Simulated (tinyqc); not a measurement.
Self-consistent Fermi level with native defects, at growth and after a quench: one step, computed by the program tinyqc. Command: `OMP_NUM_THREADS=1 python tinyqc.py 3028389 3028390 out.jsonl scfermi walk`. One thread of a shared host (Intel(R) Xeon(R) Processor @ 2.30GHz), about 0.07 s of CPU time with the checks.

Energies are counted from the top of the valence band (VBM); when the gap shrinks with temperature the conduction band moves and the levels stay. The added dopant is taken as fully ionised. D and A draw on one reservoir with opposite signs, as the two vacancies of a compound do.

Question. Equilibrium at growth. n = N_c F_1/2((E_F - E_g)/k_B T), p = N_v F_1/2(-E_F/k_B T). F_1/2(eta) = (2/sqrt(pi)) int_0^infinity sqrt(x)/(1 + exp(x - eta)) dx, by the trapezoid rule in t = sqrt(x) with step 0.02 up to t = 12 (for eta < -12 by exp(eta) - exp(2 eta)/2^(3/2)). In equilibrium c_q = N_s exp(-(E_f(q, 0) + q E_F)/k_B T). Net charge = p - n + sum q c_q - N_X; the log ratio is ln(positive charge/negative charge). E_F is the root of the log ratio, by 50 bisections between -0.5 eV and E_g + 0.5 eV.

Inputs (values chosen for the exercise, for a model semiconductor): site density N_s = 4.5e+22 cm^-3; dopant density N_X = 4.3e+18 cm^-3; growth temperature T_g = 1530 K.

Added shallow dopant: acceptor.

E_g(T_g) = 3.2441 eV

N_c(T_g) = 1.628768e+20 cm^-3

N_v(T_g) = 1.163076e+21 cm^-3

k_B T_g = 0.1318452 eV

E_f(q, E_F = 0) (eV): D(+3) -3.263, D(+2) -1.673, D(+1) 0.047, D(0) 3.117, A(0) 1.250, A(-1) 3.260

Give: E_F at growth; n at growth; p at growth; Defects at growth; total D; total A.

Answer.

E_F at growth = 1.563 eV

n at growth = 4.724e+14 cm^-3

p at growth = 8.263e+15 cm^-3

Defects at growth:

| state | E_f (eV) | c (cm^-3) |
|---|---|---|
| D(+3) | 1.426 | 9.038e+17 |
| D(+2) | 1.453 | 7.364e+17 |
| D(+1) | 1.610 | 2.238e+17 |
| D(0) | 3.117 | 2.432e+12 |
| A(0) | 1.250 | 3.434e+18 |
| A(-1) | 1.697 | 1.157e+17 |

total D = 1.864e+18 cm^-3

total A = 3.549e+18 cm^-3

The largest part of the positive charge comes from charged D (100 %) and that of the negative charge from the dopant (97 %).
